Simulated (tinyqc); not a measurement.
Ewald sum of point charges, fluorite lattice, step by step. Computed by tinyqc, a small Python program that keeps every step. Command: `OMP_NUM_THREADS=1 python tinyqc.py 24722 24723 out.jsonl` (the two numbers bound the seeds that draw the settings). One thread of a shared host (Intel(R) Xeon(R) Processor @ 2.60GHz), about 0.04 s of CPU time with the checks.

## Ewald sum with eta = 0.459 1/bohr

cell vectors (rows) (bohr):
```
        1       2       3
1  0.0000  3.9300  3.9300
2  3.9300  0.0000  3.9300
3  3.9300  3.9300  0.0000
```

Charges:

| q | f1 | f2 | f3 |
|---|---|---|---|
| 4.0000 | 0.0000 | 0.0000 | 0.0000 |
| -2.0000 | 0.2500 | 0.2500 | 0.2500 |
| -2.0000 | 0.7500 | 0.7500 | 0.7500 |

Real space: 1/2 sum q_i q_j erfc(eta r)/r over all images with r > 0; reciprocal space: (2 pi/V) sum_(G != 0) exp(-G^2/4 eta^2)/G^2 |S(G)|^2 with S(G) = sum q exp(i G.r); self term -eta/sqrt(pi) sum q^2; background -pi Q^2/(2 V eta^2), Q the total charge.

Real-space shells (first ones):

| r (bohr) | pairs | sum (hartree) |
|---|---|---|
| 3.4035 | 16 | -0.5106 |
| 3.9300 | 12 | 0.0656 |
| 5.5579 | 36 | 0.0080 |
| 6.5172 | 48 | -0.0007 |
| 6.8070 | 16 | 4.67e-05 |
| 7.8600 | 18 | 3.08e-06 |
| 8.5652 | 48 | -6.05e-07 |
| 8.7877 | 48 | 1.28e-07 |
| 9.6265 | 72 | 1.24e-08 |
| 10.2104 | 64 | -8.54e-10 |
| 11.1157 | 36 | 0 |
| 11.6251 | 96 | 0 |

Reciprocal shells (first ones that count):

| G^2 (1/bohr^2) | vectors | sum (hartree) |
|---|---|---|
| 1.9171 | 8 | 0.3553 |
| 2.5561 | 6 | 0.3745 |
| 7.0292 | 24 | 0.0007 |
| 7.6682 | 8 | 3.86e-04 |
| 12.1414 | 24 | 9.06e-07 |
| 12.7804 | 24 | 1.61e-06 |
| 17.2535 | 32 | 1.97e-09 |

## The total does not depend on eta

The same sums for other eta.

Totals (hartree per cell):

| eta | real | reciprocal | self | background | total |
|---|---|---|---|---|---|
| 0.4590 | -0.4377 | 0.7309 | -6.2151 | 0.0000 | -5.921921 |
| 0.6370 | -0.0383 | 2.7417 | -8.6253 | 0.0000 | -5.921921 |
| 0.8760 | -4.60e-04 | 5.9401 | -11.8615 | 0.0000 | -5.921921 |

shortest distance = 3.4035 bohr

Madelung constant -E d / (formula units |q+ q-|) = 2.5194
